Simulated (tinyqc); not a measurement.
Lorentz oscillators and the Kramers-Kronig relations: sweeps and comparisons. A value that a table varies takes the place of the one given here.

eps(E) = 1 + sum_j S_j/(E0_j^2 - E^2 - i G_j E).

Kramers-Kronig: eps1(E) = 1 + (2/pi) P integral_0^infinity E1 eps2(E1)/(E1^2 - E^2) dE1. Maclaurin rule on the grid E_j = j h, j = 1 .. M: eps1(E_i) = 1 + (4 h/pi) sum over j with j - i odd of E_j eps2(E_j)/(E_j^2 - E_i^2); nothing is added above E_M.

n + i k = sqrt(eps1 + i eps2) with k >= 0; R = ((n - 1)^2 + k^2)/((n + 1)^2 + k^2) at normal incidence from vacuum; alpha = 2 E k/(hbar c), times 1e8 for 1/cm; loss function Im(-1/eps) = eps2/(eps1^2 + eps2^2).

Constants: hbar c = 1973.269805 eV angstrom.

Parameters, chosen for this exercise: E0 = (6.44) eV (resonances); G = (0.65) eV (widths); S = (29.9) eV^2 (strengths); h = 0.5 eV (grid step); M = 30 (grid points E_j = j h); E_t = 1.7 eV (energy below the first line); E = 0.97 eV (photon energy).

## Numerical transform against the formula

Every third grid point is listed; the error is the transform minus the formula.

Dielectric function:
```
E (eV)   eps2  eps1 formula  eps1 transform   error
1.00    0.012         1.739           1.923   0.184
2.50    0.039         1.847           1.668  -0.179
4.00    0.119         2.162           2.443   0.281
5.50    0.770         3.419           2.964  -0.455
7.00    1.759        -1.909          -2.909  -1.000
8.50    0.169         0.059           0.275   0.216
10.00   0.056         0.495           0.354  -0.142
11.50   0.027         0.673           0.744   0.071
13.00   0.015         0.767           0.700  -0.067
14.50   0.010         0.823           0.859   0.035
```

What can be read from the table?

The largest error listed is -1.000 at 7.00 eV. The rule samples every 2h = 1 eV and the narrowest line is 0.65 eV wide, so it is not resolved. The grid ends at 15 eV, where eps2 is still 0.009; the error at the last point listed, nearest the missing tail, is +0.035.

## How far the spectrum must be known

The integrals are done by adaptive quadrature and cut at E_cut. f-sum share: (2/pi) integral of E eps2 over sum S. Static share: (2/pi) integral of eps2/E over eps(0) - 1.

Cut integrals:
```
E_cut (eV)  eps1(E_t)  f-sum share  static share
5.2             1.084        0.038         0.109
7.1             1.695        0.802         0.895
9.7             1.765        0.936         0.988
12.9            1.772        0.961         0.996
19.3            1.774        0.977         0.999
32.2            1.774        0.987         1.000
```

eps1(E_t) from the formula = 1.774

What can be read from the table?

Cut at 7.1 eV, just above the last line, eps1(E_t) lacks 0.079; cut at 32.2 eV it lacks 0.000. At 9.7 eV the static sum has reached 0.988 and the f-sum only 0.936: the f-sum weights eps2 by E and the static sum by 1/E, so the f-sum needs the far tail.

## Optical constants across the spectrum

Spectrum:
```
E (eV)    eps1   eps2      n      k      R   loss
0.97     1.737  0.011  1.318  0.004  0.019  0.004
2.28     1.823  0.034  1.350  0.012  0.022  0.010
3.60     2.042  0.085  1.429  0.030  0.031  0.020
4.92     2.674  0.310  1.638  0.095  0.060  0.043
6.24     4.314  5.300  2.361  1.122  0.248  0.113
7.55    -0.751  0.553  0.302  0.917  0.524  0.636
8.87     0.215  0.122  0.481  0.126  0.129  1.991
10.19    0.526  0.050  0.726  0.035  0.026  0.180
11.50    0.673  0.027  0.820  0.016  0.010  0.059
12.82    0.758  0.016  0.871  0.009  0.005  0.029
14.14    0.812  0.011  0.901  0.006  0.003  0.017
15.46    0.849  0.008  0.921  0.004  0.002  0.011
```

What does this show?

Among the energies listed the largest values are at (eV): eps2 6.24; n 6.24; k 6.24; R 7.55; loss 8.87. eps1 crosses zero at 6.49 and 8.39 eV; the last crossing is upward and marks the plasmon, against sqrt(sum S) = 5.47 eV for free electrons.

## What each oscillator parameter does

At the energy E. Each row changes one parameter from the base and keeps the others.

Results:
```
case               eps1   eps2      n      k      R
base              1.737  0.011  1.318  0.004  0.019
E0 = (6.762) eV   1.668  0.009  1.291  0.004  0.016
G = (0.975) eV    1.737  0.017  1.318  0.007  0.019
S = (35.88) eV^2  1.885  0.014  1.373  0.005  0.025
E = 1.018 eV      1.739  0.012  1.319  0.005  0.019
```

What can be read from the table?

The largest shifts from the base row, up to three for each result and ties (the steps differ in size, so this ranks the rows, not the parameters). eps1: S +0.147, E0 -0.070, E +0.002; unchanged at the printed digits by G. eps2: G +0.006, S +0.002, E0 -0.002. n: S +0.055, E0 -0.027, E +0.001; unchanged at the printed digits by G. k: G +0.002, S +0.001, E +0.000; unchanged at the printed digits by E0. R: S +0.006, E0 -0.003; unchanged at the printed digits by G and E.

tinyqc: `OMP_NUM_THREADS=1 python tinyqc.py 1650167 1650168 out.jsonl`; about 0.1 s, one thread, shared Intel(R) Xeon(R) Processor @ 2.30GHz.
